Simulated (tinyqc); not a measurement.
# Double-gate transistor, scale length and short-channel effects: several studies

A body of thickness ts between two insulators of thickness ti and two tied gates. Below threshold the potential that source and drain add obeys Laplace's equation and vanishes on the gate. Its lowest mode decays along the channel as exp(-k y); k is the smallest positive root of the matching condition at the interface, and the scale length is Lambda = pi/k.

Values chosen for this exercise; permittivities: semiconductor made up, insulator close to that of hafnium oxide: temperature T = 400 K; relative permittivity of the semiconductor eps_r = 14.2; relative permittivity of the insulator ei = 21.9; insulator thickness ti = 8.1 nm; body thickness ts = 11.1 nm; channel length L = 37 nm; potential of the source Vbi = 0.94 V; potential of the barrier top at threshold sT = 0.67 V; drain voltage Vds = 0.8 V.

Constants: q = 1.602176634e-19 C, kB = 1.380649e-23 J/K, Vt = kB T/q. Results are converted to the units shown.

Each table varies one quantity; the others keep the values above.

## Effect of the insulator thickness

k is the smallest positive root of f(k) = ei cos(k ti) cos(k ts/2) - eps_r sin(k ti) sin(k ts/2). Along the channel psi(y) = s + a exp(y/l) + b exp(-y/l) with psi(0) = Vbi, psi(L) = Vbi + Vds and l = 1/k = Lambda/pi; with A = Vbi - s, B = A + Vds, x = exp(-L/l): a = (B - A x) x/(1 - x^2), b = (A - B x)/(1 - x^2). The minimum is s + 2 sqrt(a b), at y = (l/2) ln(b/a). The long-channel potential follows the gate as s = sT + (Vg - VTL)/m, and the threshold VT is the gate voltage at which the minimum equals sT. Swing = m Vt ln 10/g at threshold, g = d(minimum)/ds = 1 - (b x + a)/((1 + x) sqrt(a b)). DIBL = [VT(0.05 V) - VT(Vds)]/(Vds - 0.05 V). sT and Vbi are held fixed; m = 1.

Effect of the insulator thickness:
```
ti (nm),Lambda (nm),L/Lambda,VT - VTL at Vds (mV),DIBL (mV/V),swing (mV/decade)
2.7,14.83,2.494,-22.45,13.72,83.43
3.5,16.08,2.301,-30.94,18.97,84.94
4.6,17.89,2.069,-45.95,28.34,87.56
5.9,20.15,1.836,-69.04,42.91,91.52
7.7,23.43,1.579,-110.9,69.71,98.53
10,27.78,1.332,-180.9,115.3,109.9
13,33.59,1.102,-299.1,193.5,128.5
```

As ti goes from 2.7 to 13 nm, Lambda rises from 14.8 to 33.6 nm, DIBL rises from 13.7 to 193 mV/V and the swing rises from 83.4 to 129 mV a decade. On average Lambda goes as ti^(0.52). For ti = 10 to 13 nm L is under 1.5 Lambda, where higher modes, left out of the one-mode potential, count.

## Effect of the channel length

Same model as above.

The same in every row: Lambda (nm) = 24.175.

Results:
```
L (nm),L/Lambda,VT - VTL at Vds = 0.05 V (mV),VT - VTL at Vds (mV),DIBL (mV/V),swing (mV/decade)
27,1.1169,-148.85,-288.81,186.60,126.94
32,1.3237,-96.069,-184.10,117.37,110.42
38,1.5719,-59.431,-112.47,70.722,98.793
45,1.8615,-35.280,-66.029,40.998,91.012
54,2.2338,-18.704,-34.670,21.289,85.592
76,3.1438,-4.2745,-7.8432,4.7582,80.803
91,3.7643,-1.5984,-2.9267,1.7710,79.906
110,4.5502,-0.46329,-0.84749,0.51227,79.524
```

Estimate the missing row, L = 64 nm.

Computed row:
```
L (nm),L/Lambda,VT - VTL at Vds = 0.05 V (mV),VT - VTL at Vds (mV),DIBL (mV/V),swing (mV/decade)
64,2.6474,-9.4838,-17.470,10.648,82.541
```

With this row back in the table: From L = 27 to 110 nm, DIBL falls from 187 to 0.512 mV/V and the swing falls from 127 to 79.5 mV a decade (long-channel value 79.4). Between the last two rows the threshold shift at Vds decays with a length of 15.3 nm, against 2 Lambda/pi = 15.4 nm for a shift that goes as exp(-pi L/(2 Lambda)). DIBL first drops below 100 mV/V at L = 38 nm among the rows, L/Lambda = 1.6. For L = 27 to 32 nm L is under 1.5 Lambda, where higher modes, left out of the one-mode potential, count.

## Effect of the relative permittivity of the insulator

Same model as above.

Result of one run:
```
ei,Lambda (nm),L/Lambda,VT - VTL at Vds (mV),DIBL (mV/V),swing (mV/decade)
8.5,32.37,1.143,-272.1,175.5,124.3
```

What becomes of these results when the relative permittivity of the insulator ei is changed from 8.5 to 5.7, all else the same?

Result of the changed run:
```
ei,Lambda (nm),L/Lambda,VT - VTL at Vds (mV),DIBL (mV/V),swing (mV/decade)
5.7,37.61,0.9837,-396.9,258.8,143.6
```

The whole series:
```
ei,Lambda (nm),L/Lambda,VT - VTL at Vds (mV),DIBL (mV/V),swing (mV/decade)
5.7,37.61,0.9837,-396.9,258.8,143.6
8.5,32.37,1.143,-272.1,175.5,124.3
12,28.78,1.286,-199.4,127.4,112.9
18,25.48,1.452,-141.9,89.77,103.6
27,22.97,1.611,-104.4,65.55,97.46
40,21.14,1.751,-80.63,50.29,93.49
```

As ei goes from 5.7 to 40, Lambda falls from 37.6 to 21.1 nm, DIBL falls from 259 to 50.3 mV/V and the swing falls from 144 to 93.5 mV a decade. On average Lambda goes as ei^(-0.30). For ei = 5.7 to 18 L is under 1.5 Lambda, where higher modes, left out of the one-mode potential, count.

tinyqc, about 0.01 s, one thread, Intel Xeon 2.30GHz (shared host): `OMP_NUM_THREADS=1 python tinyqc.py 2420124 2420125 out.jsonl`
